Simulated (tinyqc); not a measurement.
Inside a calculation. Method: FCI on RHF in the sto-3g basis, for Li+, spin multiplicity 1. One step of it, computed by the program tinyqc.

Problem. FCI: determinants and Hamiltonian. Slater-Condon rules over spin orbitals, with the nuclear repulsion added and E(HF) subtracted on the diagonal. Only determinants linked to the reference directly or through others are kept (one block of an abelian symmetry group), so some states are absent.

one-electron integrals over orbitals h = C^T H C (hartree):
```
,1,2,3,4,5
1,-4.398682,0.179091,0.000000,0.000000,0.000000
2,0.179091,-0.948242,0.000000,0.000000,0.000000
3,0.000000,0.000000,-0.877579,0.000000,0.000000
4,0.000000,0.000000,0.000000,-0.877579,0.000000
5,0.000000,0.000000,0.000000,0.000000,-0.877579
```

Two-electron integrals over orbitals (pq|rs), unique and non-zero (hartree):
```
p,q,r,s,(pq|rs)
1,1,1,1,1.661917
2,1,1,1,-0.179091
2,1,2,1,0.029694
2,2,1,1,0.398950
2,2,2,1,-0.009460
2,2,2,2,0.282245
3,1,3,1,0.009708
3,2,3,1,0.013460
3,2,3,2,0.060914
3,3,1,1,0.396386
3,3,2,1,-0.006021
3,3,2,2,0.285613
3,3,3,3,0.312946
4,1,4,1,0.009708
4,2,4,1,0.013460
4,2,4,2,0.060914
4,3,4,3,0.016869
4,4,1,1,0.396386
4,4,2,1,-0.006021
4,4,2,2,0.285613
4,4,3,3,0.279207
4,4,4,4,0.312946
5,1,5,1,0.009708
5,2,5,1,0.013460
5,2,5,2,0.060914
5,3,5,3,0.016869
5,4,5,4,0.016869
5,5,1,1,0.396386
5,5,2,1,-0.006021
5,5,2,2,0.285613
5,5,3,3,0.279207
5,5,4,4,0.279207
5,5,5,5,0.312946
```

nuclear repulsion = 0 hartree

Hartree-Fock energy = -7.13544763 hartree

Give: determinants; H - E(HF) between determinants.

Solution.

Occupation strings over the orbitals (2 doubly, a alpha, b beta, 0 empty; spin orbitals ordered 1a 1b 2a 2b ...): 20000 ab000 ba000 02000 00200 00020 00002

H - E(HF) between determinants (hartree):
```
,20000,ab000,ba000,02000,00200,00020,00002
20000,0.0000,0.0000,0.0000,0.0297,0.0097,0.0097,0.0097
ab000,0.0000,2.1875,-0.0297,0.1696,0.0135,0.0135,0.0135
ba000,0.0000,-0.0297,2.1875,-0.1696,-0.0135,-0.0135,-0.0135
02000,0.0297,0.1696,-0.1696,5.5212,0.0609,0.0609,0.0609
00200,0.0097,0.0135,-0.0135,0.0609,5.6932,0.0169,0.0169
00020,0.0097,0.0135,-0.0135,0.0609,0.0169,5.6932,0.0169
00002,0.0097,0.0135,-0.0135,0.0609,0.0169,0.0169,5.6932
```
